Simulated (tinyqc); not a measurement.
Hole mobility in a silicon inversion layer, empirical terms and Matthiessen rule: two steps of the calculation.

Inversion layer of sheet density Ns on a uniformly doped body, under a high-permittivity gate with an interlayer. The mobility terms are empirical power laws with prefactors chosen for the exercise; adding their inverses (Matthiessen) is itself an approximation.

Parameters, values chosen for the exercise; material values close to those of silicon:

| symbol | value | unit | meaning |
|---|---|---|---|
| T | 350 | K | temperature |
| Eg | 1.11 | eV | band gap |
| eps_r | 11.9 |  | relative permittivity of the semiconductor |
| Nc | 3.55e19 | cm^-3 | conduction-band density of states at T |
| Nv | 3.38e19 | cm^-3 | valence-band density of states at T |
| Nb | 6.7e17 | cm^-3 | body doping |
| Vsb | 0 | V | reverse body bias |
| eta | 0.3333 |  | weight of the inversion charge in the effective field |
| Ap | 132 | cm^2/(V s) | phonon-limited mobility at 1 MV/cm and 300 K |
| As | 283 | cm^2/(V s) | roughness-limited mobility at 1 MV/cm |
| gs | 1 |  | exponent of the roughness term |
| Ac | 1700 | cm^2/(V s) | Coulomb prefactor |
| Nit | 2.1e10 | cm^-2 | charge at the interface |
| Ar | 150 | cm^2/(V s) | remote-phonon mobility without interlayer |
| ti | 0.7 | nm | interlayer thickness |
| lr | 0.9 | nm | decay length of remote phonons |
| Ns | 1e13 | cm^-2 | inversion density |

Constants: q = 1.602176634e-19 C, kB = 1.380649e-23 J/K, Vt = kB T/q, eps0 = 8.8541878128e-14 F/cm where lengths are in cm. Results are converted to the units shown.

Task 1. Depletion charge and effective field. ni = sqrt(Nc Nv) exp(-Eg/(2 Vt)), Eg in volts; Ndep = sqrt(2 eps0 eps_r Nb (2 Vt ln(Nb/ni) + Vsb)/q); E = q (Ndep + eta Ns)/(eps0 eps_r), in MV/cm.

Find: ni; Ndep; E.

Result 1.

ni = 3.531e11 cm^-3
Ndep = 2.772e12 cm^-2
E = 0.9283 MV/cm

The depletion charge gives 45.4 % of the field.

Task 2. Mobility terms and their sum. With t = T/(300 K): muC = Ac (Ns/1e12 cm^-2) t/(Nb/1e17 cm^-3 + Nit/1e11 cm^-2), muP = Ap E^(-1/3) t^(-1.75), muS = As E^(-gs), muR = Ar exp(2 ti/lr)/t; 1/mu is the sum of the inverses.

E = 0.92833636 MV/cm

Wanted: terms; mu; shares of 1/mu.

Result 2.

terms (cm^2/(V s)): Coulomb 2870.2, phonon 103.32, roughness 304.85, remote phonon 609.14
mu = 66.893 cm^2/(V s)
shares of 1/mu (%): Coulomb 2.3306, phonon 64.744, roughness 21.943, remote phonon 10.982

The phonon term limits most.

Numbers from tinyqc (`OMP_NUM_THREADS=1 python tinyqc.py 2510127 2510128 out.jsonl`; about 0.01 s on one thread of a shared Intel Xeon 2.30GHz).
